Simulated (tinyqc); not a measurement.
Atomic layer deposition: Langmuir saturation, growth per cycle and coating of deep features. From one set of inputs to another, one input at a time. Computed by tinyqc, a small Python program. Command: `OMP_NUM_THREADS=1 python tinyqc.py 3019442 3019443 out.jsonl ald ladder`. One thread of a shared host (Intel(R) Xeon(R) Processor @ 2.30GHz), about 0.06 s of CPU time with the checks.

Precursor A sticks only on free sites, so a long enough pulse saturates; co-reactant B then frees the sites again.

The inputs printed are set A. Set A is modelled on silicon dioxide from an aminosilane and ozone; the values taken over come from a set modelled on zinc oxide from diethylzinc and water. Inputs not listed in the table keep their values of set A, so the rows need not describe a real material.

Inputs (values chosen for the exercise, modelled on silicon dioxide from an aminosilane and ozone):
```
quantity                                 value      unit
precursor mass M                           174         u
site density q                             2.9    1/nm^2
growth per cycle at saturation G           1.2  angstrom
sticking probability beta on free sites  0.001         -
precursor pressure p                       3.3        Pa
temperature T                              250         C
pulse time t                               0.4         s
co-reactant completion per pulse c_B      0.95         -
desorption energy E_d                      1.8        eV
purge time t_p                             2.1         s
aspect ratio a                              15         -
```

Feature: long trench.

Constants: u = 1.6605390666e-27 kg; k_B = 1.380649e-23 J/K; k_B = 8.617333262e-05 eV/K.

Method:
- Wall flux F = p/sqrt(2 pi M k_B T); rate of filling k_a = beta F/q; desorption k_d = 1e13 exp(-E_d/(k_B T)) per second. 1/m^2 = 1e-18/nm^2.
- Temperatures in kelvin are T(C) + 273.15.
- One cycle from coverage th0: pulse A gives th1 = th_s + (th0 - th_s) exp(-(k_a + k_d) t), th_s = k_a/(k_a + k_d); the purge leaves th2 = th1 exp(-k_d t_p); pulse B converts c_B th2 into film and leaves th3 = (1 - c_B) th2. Growth = G c_B th2.
- The periodic state has th0 = th3: th0 = (1 - c_B) e_p th_s (1 - e_a)/(1 - (1 - c_B) e_p e_a), with e_a = exp(-(k_a + k_d) t), e_p = exp(-k_d t_p).
- Share of impinging molecules used = q (th1 - th0)/(F t).
- Diffusion-limited filling (Gordon) of a long trench of width w, hydraulic diameter 2w, so that a is replaced by a/2 in the hole formula: t = (q/F)(1 + 19a/8 + 3a^2/8). Reaction-limited filling needs ln(100)/k_a at any depth, k_a = beta F/q. Flow is molecular. The front picture holds when the modulus (a/2) sqrt(beta) is well above 1.
- Depth reached by the given pulse: solve the same formula for a. Exposure = p x diffusion-limited time; 1 langmuir = 1.33322e-4 Pa s.

Each row keeps all changes above it; columns: (1) input moved; (2) from; (3) to; (4) diffusion-limited time (s); (5) time to 99 % without desorption, ln(100)/k_a (s); (6) share of impinging molecules used:
```
(1)                        (2)  (3)      (4)      (5)         (6)
set A                        -    -  0.01218  0.46342  2.3473e-04
temperature T (C)          250  225  0.01188  0.45221  2.2944e-04
precursor pressure p (Pa)  3.3  4.8  0.00817  0.31089  1.5993e-04
aspect ratio a              15  110  0.32403  0.31089  1.5993e-04
site density q (1/nm^2)    2.9  6.8  0.75980  0.72899  3.4731e-04
purge time t_p (s)         2.1   12  0.75980  0.72899  3.4731e-04
precursor mass M (u)       174  124  0.64141  0.61540  3.0223e-04
pulse time t (s)           0.4    1  0.64141  0.61540  1.2688e-04
```

Diffusion-limited time goes from 0.0122 to 0.641, a factor 52.7 in all. The largest single move comes from aspect ratio a (a factor 39.7), and precursor pressure p works against it (a factor 0.688). Time to 99 % without desorption, ln(100)/k_a goes from 0.463 to 0.615, a factor 1.33 in all. The largest single move comes from site density q (a factor 2.34), and precursor pressure p works against it (a factor 0.687). Share of impinging molecules used goes from 2.35e-4 to 1.27e-4, a factor 0.541 in all. The largest single move comes from pulse time t (a factor 0.420), and site density q works against it (a factor 2.17). The single moves hold for this order of the switches; the total does not depend on the order.

Caution (all rows): the modulus is not well above 1 or the Gordon time is under three times ln(100)/k_a, so there is no sharp front: the Gordon time is only a lower bound and the reaction time must be met as well. Caution (rows aspect ratio a, site density q, purge time t_p, precursor mass M, pulse time t): for a long trench the a/2 rule ignores the ln(a)/a transmission of a slit, so times at large a are too long.

Extremes, crossings and ranges named in words are read from the listed rows.
